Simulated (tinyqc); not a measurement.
Worked calculation: Pariser-Parr-Pople SCF with singles CI, for the molecule O=c1cccccc1 (SMILES; centres numbered as the heavy atoms are written). Computed by tinyqc, a small Python program that keeps every step. Settings: charge = 0, gamma = MN, start = core, damping = 0, iteration cap = 76, excitations kept = 4. Command: `OMP_NUM_THREADS=1 python tinyqc.py 24663 24664 out.jsonl` (the two numbers bound the seeds that draw the settings). One thread of a shared host (Intel(R) Xeon(R) Processor @ 2.60GHz), about 0.01 s of CPU time with the checks. Later iterations appear only in the table of the cycle.

## PPP integrals

Centres (angstrom, eV; a flat drawing with bonds scaled to 1.40 angstrom):

| centre | x | y | core charge z | W | gamma_rr |
|---|---|---|---|---|---|
| 1O | 2.637000 | 0.000000 | 1 | 18.210000 | 17.430000 |
| 2C | 1.237000 | 0.000000 | 1 | 10.370000 | 11.070000 |
| 3C | 0.629000 | 1.261000 | 1 | 10.370000 | 11.070000 |
| 4C | -0.736000 | 1.573000 | 1 | 10.370000 | 11.070000 |
| 5C | -1.830000 | 0.700000 | 1 | 10.370000 | 11.070000 |
| 6C | -1.830000 | -0.700000 | 1 | 10.370000 | 11.070000 |
| 7C | -0.736000 | -1.573000 | 1 | 10.370000 | 11.070000 |
| 8C | 0.629000 | -1.261000 | 1 | 10.370000 | 11.070000 |

Resonance integrals (eV):

| i | j | beta |
|---|---|---|
| 1 | 2 | -2.280000 |
| 2 | 3 | -2.300000 |
| 3 | 4 | -2.300000 |
| 4 | 5 | -2.300000 |
| 5 | 6 | -2.300000 |
| 6 | 7 | -2.300000 |
| 7 | 8 | -2.300000 |
| 8 | 2 | -2.300000 |

Mataga-Nishimoto: gamma = 14.399645/(R + a), a = 2 x 14.399645/(gamma_rr + gamma_ss); H_rr = -W_r - sum_(s != r) z_s gamma_rs; H_rs = beta for bonds.

repulsion gamma_rs (eV), lower triangle:
```
           1O         2C         3C         4C         5C         6C         7C         8C
1O  17.430000
2C   5.973714  11.070000
3C   4.258214   5.331811  11.070000
4C   3.042871   3.765515   5.331259  11.070000
5C   2.602965   3.238313   3.766619   5.332390  11.070000
6C   2.602965   3.238313   3.238810   3.766236   5.331660  11.070000
7C   3.042871   3.765515   3.238511   3.238218   3.766236   5.332390  11.070000
8C   4.258214   5.331811   3.766798   3.238511   3.238810   3.766619   5.331259  11.070000
```

core matrix H (eV), lower triangle:
```
            1O          2C          3C          4C          5C          6C          7C          8C
1O  -43.991814
2C   -2.280000  -41.014993
3C    0.000000   -2.300000  -39.302022
4C    0.000000    0.000000   -2.300000  -38.084999
5C    0.000000    0.000000    0.000000   -2.300000  -37.646993
6C    0.000000    0.000000    0.000000    0.000000   -2.300000  -37.646993
7C    0.000000    0.000000    0.000000    0.000000    0.000000   -2.300000  -38.084999
8C    0.000000   -2.300000    0.000000    0.000000    0.000000    0.000000   -2.300000  -39.302022
```

## Starting guess

pi electrons, sum of z_r less the charge = 8

Orbitals of the core matrix H.

P at the start, lower triangle:
```
           1O         2C         3C         4C         5C        6C        7C        8C
1O   1.905126
2C   0.280767   1.149387
3C  -0.192889   0.623956   0.969137
4C  -0.055546   0.053506   0.653513   0.777652
5C   0.103279  -0.239254   0.207821   0.597625   0.725955
6C   0.103279  -0.239254  -0.145599   0.269935   0.602148  0.725955
7C  -0.055546   0.053506  -0.281910  -0.089670   0.269935  0.597625  0.777652
8C  -0.192889   0.623956  -0.039735  -0.281910  -0.145599  0.207821  0.653513  0.969137
```

## Iteration 1: Fock matrix

F_rr = H_rr + P_rr gamma_rr / 2 + sum_(s != r) P_ss gamma_rs; F_rs = H_rs - P_rs gamma_rs / 2; E = tr P (H + F) / 2 + core repulsion sum_(r<s) z_r z_s gamma_rs.

F (eV), lower triangle:
```
           1O         2C         3C         4C         5C         6C         7C         8C
1O  -3.757087
2C  -3.118611  -2.379691
3C   0.410682  -3.963408  -4.296636
4C   0.084509  -0.100739  -4.042023  -6.226933
5C  -0.134415   0.387389  -0.391392  -3.893384  -7.212455
6C  -0.134415   0.387389   0.235783  -0.508319  -3.905224  -7.212455
7C   0.084509  -0.100739   0.456484   0.145185  -0.508319  -3.893384  -6.226933
8C   0.410682  -3.963408   0.074837   0.456484   0.235783  -0.391392  -4.042023  -4.296636
```

pi energy = -97.494407 eV

## Iteration 1: orbitals and new P

Diagonalise F (the basis is taken as orthonormal) and form P = 2 sum c c over the lowest orbitals.

orbital energies (eV): -14.169183  -11.186664  -9.970979  -5.194779  -3.103223  -2.082628  0.239065  3.859565

P after iteration 1, lower triangle:
```
           1O         2C         3C         4C         5C        6C        7C        8C
1O   1.326239
2C   0.710343   0.889028
3C  -0.070820   0.477077   0.831971
4C  -0.369534   0.048418   0.747131   1.052983
5C   0.230042  -0.107711   0.071902   0.533548   1.007412
6C   0.230042  -0.107711  -0.323236  -0.027116   0.735095  1.007412
7C  -0.369534   0.048418  -0.066404  -0.101347  -0.027116  0.533548  1.052983
8C  -0.070820   0.477077   0.258618  -0.066404  -0.323236  0.071902  0.747131  0.831971
```

## Iteration 2: Fock matrix

As before.

F (eV), lower triangle:
```
           1O         2C         3C         4C         5C         6C         7C         8C
1O  -8.384716
2C  -4.401693  -4.845143
3C   0.150784  -3.571844  -5.094477
4C   0.562223  -0.091160  -4.291573  -5.167859
5C  -0.299395   0.174401  -0.135414  -3.722542  -4.959669
6C  -0.299395   0.174401   0.523449   0.051062  -4.259638  -4.959669
7C   0.562223  -0.091160   0.107525   0.164091   0.051062  -3.722542  -5.167859
8C   0.150784  -3.571844  -0.487080   0.107525   0.523449  -0.135414  -4.291573  -5.094477
```

pi energy = -100.969158 eV

## Iteration 2: orbitals and new P

As before.

orbital energies (eV): -13.252770  -11.468907  -10.492721  -8.634988  -2.084847  -1.723500  1.938190  2.045673

P after iteration 2, lower triangle:
```
           1O         2C         3C         4C         5C        6C        7C        8C
1O   1.542951
2C   0.680805   0.813281
3C  -0.145535   0.468409   0.934143
4C  -0.261740   0.108123   0.763344   0.937459
5C   0.176538  -0.140438   0.068963   0.541321   0.950281
6C   0.176538  -0.140438  -0.313761   0.060880   0.739393  0.950281
7C  -0.261740   0.108123  -0.108573  -0.157076   0.060880  0.541321  0.937459
8C  -0.145535   0.468409   0.239566  -0.108573  -0.313761  0.068963  0.763344  0.934143
```

## Convergence

Stop when output and input P, before any damping, agree to 1e-7.

Course of the cycle:

| iteration | E (eV) | largest \|P(out) - P(in)\| |
|---|---|---|
| 1 | -97.49440654 | 5.79e-01 |
| 2 | -100.96915802 | 2.17e-01 |
| 3 | -101.44588715 | 4.63e-02 |
| 4 | -101.48696052 | 9.02e-03 |
| 5 | -101.49115638 | 3.43e-03 |
| 6 | -101.49180928 | 1.31e-03 |
| 7 | -101.49193174 | 6.98e-04 |
| 8 | -101.49195910 | 3.94e-04 |
| 9 | -101.49196617 | 2.22e-04 |
| 10 | -101.49196817 | 1.24e-04 |
| 11 | -101.49196877 | 6.97e-05 |
| 12 | -101.49196895 | 3.89e-05 |
| 13 | -101.49196901 | 2.17e-05 |
| 14 | -101.49196903 | 1.21e-05 |
| 15 | -101.49196903 | 6.77e-06 |
| 16 | -101.49196903 | 3.78e-06 |
| 17 | -101.49196903 | 2.11e-06 |
| 18 | -101.49196903 | 1.17e-06 |
| 19 | -101.49196903 | 6.54e-07 |
| 20 | -101.49196903 | 3.65e-07 |
| 21 | -101.49196903 | 2.03e-07 |
| 22 | -101.49196903 | 1.13e-07 |
| 23 | -101.49196903 | 6.31e-08 |

Converged in 23 iterations.

## Converged orbitals

Charges are z - P_rr.

orbital energies (eV): -13.091157  -11.401222  -10.717042  -8.363540  -2.167161  -1.520996  1.525409  2.316972

coefficients:
```
         MO1        MO2        MO3        MO4        MO5        MO6        MO7        MO8
1O  0.260384   0.498810   0.000000   0.656942   0.000000   0.404056   0.000000  -0.297581
2C  0.410464   0.483795   0.000000   0.029111   0.000000  -0.443177   0.000000   0.632621
3C  0.356258   0.162963   0.411528  -0.378932   0.512564  -0.131899   0.260619  -0.430739
4C  0.357483  -0.173686   0.528724  -0.196346  -0.211313   0.489466  -0.419282   0.252806
5C  0.356576  -0.449268   0.226043   0.318823  -0.438890  -0.251381   0.506241  -0.078555
6C  0.356576  -0.449268  -0.226043   0.318823   0.438890  -0.251381  -0.506241  -0.078555
7C  0.357483  -0.173686  -0.528724  -0.196346   0.211313   0.489466   0.419282   0.252806
8C  0.356258   0.162963  -0.411528  -0.378932  -0.512564  -0.131899  -0.260619  -0.430739
```

pi charges: 1O -0.496368, 2C 0.193230, 3C 0.067157, 4C 0.047877, 5C 0.036536, 6C 0.036536, 7C 0.047877, 8C 0.067157

## Singles CI, singlets

Over the 4 single excitations with the smallest orbital gaps: A = (e_a - e_i) delta + 2 (ia|jb) - (ij|ab), with (pq|rs) = sum c_mp c_mq gamma_mn c_nr c_ns. f = 2/3 w |mu|^2 in atomic units, mu = sqrt2 sum c_ia sum_m c_mi c_ma R_m.

singlet CI matrix (eV), lower triangle:
```
           4>5       4>6       3>5       3>6
4>5   3.115595
4>6   0.000000  4.574961
3>5   0.000000  0.806760  5.513589
3>6  -0.242830  0.000000  0.000000  6.062802
```

singlet excitation energies (eV): 3.095722  4.110938  5.977612  6.082676

oscillator strengths: 0.137929  0.284599  1.704346  0.437330

## Singles CI, triplets

Over the 4 single excitations with the smallest orbital gaps: A = (e_a - e_i) delta - (ij|ab), with (pq|rs) = sum c_mp c_mq gamma_mn c_nr c_ns.

triplet CI matrix (eV), lower triangle:
```
           4>5        4>6       3>5       3>6
4>5   1.603111
4>6   0.000000   1.667189
3>5   0.000000  -0.427784  3.494577
3>6  -0.427784   0.000000  0.000000  4.210938
```

triplet excitation energies (eV): 1.534731  1.572004  3.589762  4.279318
